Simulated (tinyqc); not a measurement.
From results back to parameters: ellipsoidal valleys in the axes of a wafer and a channel. Three cases, with inputs chosen for the exercise.

Problem. A valley whose axis makes az^2 = 0.090909 with the surface normal has 1/mz = az^2/ml + (1 - az^2)/mt and mz md^2 = ml mt^2. Its confinement and density-of-states masses are given, and ml > mt.

Case 1.

mz, md (m0): 0.2123067  0.4171602

Case 2.

mz, md (m0): 0.2080772  0.4126058

Case 3.

mz, md (m0): 0.1984271  0.3959816

Find: ml mt^2; mt; ml.

Solution. Put ml = (mz md^2)/mt^2 into the first relation and solve for mt below (mz md^2)^(1/3), the value at which ml = mt; a scan of that range finds one root.

Case 1.

ml mt^2 = 0.036946
mt = 0.197 m0
ml = 0.952 m0

Case 2.

ml mt^2 = 0.035424
mt = 0.193 m0
ml = 0.951 m0

Case 3.

ml mt^2 = 0.031114
mt = 0.184 m0
ml = 0.919 m0

Computed by tinyqc, one run a case: `OMP_NUM_THREADS=1 python tinyqc.py N N+1 out.jsonl` with N = 1880399, 1880733, 1880777; one thread of a shared Intel(R) Xeon(R) Processor @ 2.30GHz, about 0.01 s a run at most.
